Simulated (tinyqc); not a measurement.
Mobility of a non-polar semiconductor in the relaxation-time approximation: one step, computed by the program tinyqc.

Each valley is treated as a sphere of mass m_d for states and rates, with one isotropic relaxation time; the conductivity mass m_c sets the current.

Task: Fermi level and screening. Parabolic band: E = hbar^2 k^2/(2 m), speed v = hbar k/m, states per spin, volume and energy g(E) = m k/(2 pi^2 hbar^2). Here m = m_d. Masses are multiplied by m_0 and all formulas are in SI units. The reduced Fermi level eta = E_F/(k_B T) solves n = 2 Z int g f dE with f = 1/(1 + exp(x - eta)) (Z = 1 unless valleys are given); screening length L_s = sqrt(eps_s eps_0 k_B T/(e^2 dn/deta)), dn/deta = 2 Z int g f (1 - f) dE. Integrals over x = E/(k_B T) use 160 Gauss-Legendre points in u = sqrt(x) from 0 to sqrt(max(eta, 0) + 32).

Inputs (values chosen for the exercise, for a model non-polar semiconductor):
```
quantity,value,unit
equivalent valleys Z,1,-
static permittivity eps_s,7.11,-
carrier density n,3.6e+17,1/cm^3
temperature T,300,K
```

Band: parabolic. Impurity formula: Brooks-Herring. Further scattering: none.

density-of-states mass m_d = 0.36 m_0

Constants: k_B = 8.617333262e-05 eV/K; m_0 = 9.1093837015e-31 kg; e = 1.602176634e-19 C; hbar = 1.054571817e-34 J s; eps_0 = 8.8541878128e-12 F/m; k_B = 1.380649e-23 J/K.

Give: reduced Fermi level eta; screening length L_s.

Result:

reduced Fermi level eta = -2.688

screening length L_s = 5.374 nm

The gas is non-degenerate (eta < -2), and L_s is close to the Debye length.
